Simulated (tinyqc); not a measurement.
The width of the window: equation-of-state fits to an energy-volume table made by a known binding curve. Computed by tinyqc, a small Python program. Command: `OMP_NUM_THREADS=1 python tinyqc.py 3028812 3028813 out.jsonl eosfit walk`. One thread of a shared host (Intel(R) Xeon(R) Processor @ 2.30GHz), about 0.02 s of CPU time with the checks.

With x = (V/V_0)^(1/3), the energy per atom is E = D [m x^-n - n x^-m]/(n - m), so that B0 = D n m/(9 V_0) and B' = (n + m + 6)/3. B' = dB/dP at P = 0.

Inputs (values chosen for the exercise, for a model crystal): cohesive energy D = 1.55 eV/atom; true volume V_0 = 25.1 angstrom^3/atom; repulsive exponent n = 12; attractive exponent m = 3; shift of the window centre s = 0.02; points N = 7; compression V/V_0 for the pressure test = 0.9.

Binding curve: Mie. Noise: none.

Constants: 1 eV/angstrom^3 = 160.2176634 GPa.

Method:
- B0 and B' from the formulas above; P = -dE/dV at V = c V_0 (c the compression chosen), from the curve itself.
- Table: V_j = V_0 [1 + s + w (2 j/(N - 1) - 1)], j = 0..N-1, rounded to 0.001; E_j from the curve, rounded to 1e-7 eV.
- Murnaghan: E = E0 + (B0 V/B') [(V0/V)^B'/(B' - 1) + 1] - B0 V0/(B' - 1), P = (B0/B') [(V0/V)^B' - 1].
- Birch-Murnaghan: E = E0 + (9 V0 B0/16) [y^3 B' + y^2 (2 - 4 y)], y = (V0/V)^(2/3) - 1; P = (3 B0/2) (x^7 - x^5) [1 + (3/4)(B' - 4)(x^2 - 1)], x = (V0/V)^(1/3).
- Vinet: E = E0 + (9 B0 V0/h^2) {1 + [h (1 - x) - 1] exp(h (1 - x))}, P = 3 B0 (1 - x) x^-2 exp(h (1 - x)), x = (V/V0)^(1/3), h = (3/2)(B' - 1).
- All are least-squares fits to the energies; for polynomials in V, B0 = V E'' and B' = -1 - V E'''/E'' at the minimum.
- The table is made anew for each w.

exact B0 = 39.5757 GPa

exact B' = 7

Errors (%):
```
w     B0, parabola  B0, cubic  B0, Murnaghan  B0, Birch-Murnaghan  B0, Vinet  B', Birch-Murnaghan
0.03       -14.461     -0.656          0.106               -0.069     -0.064               -1.611
0.05       -13.552      0.102         -0.048                0.021      0.022               -1.481
0.08       -11.305      1.972         -0.434                0.227      0.212               -1.296
0.12        -6.549      5.996         -1.194                0.658      0.604               -0.927
0.16         0.450     12.072         -2.184                1.290      1.159               -0.401
0.22        16.032     26.175         -3.969                2.680      2.309                0.708
```

What does the comparison show, and why?

The Birch-Murnaghan error of B0 is smallest among these at w = 0.05 (0.021 % in size); it is 0.069 % at the narrowest and 2.680 % at the widest.  At the widest window the errors of B0 are +16.0 % for the parabola and +26.2 % for the cubic in V. The parabola changes sign: it reports the mean curvature of the window, which the shift s biases one way and the width the other.

Extremes, crossings and ranges named in words are read from the listed rows.
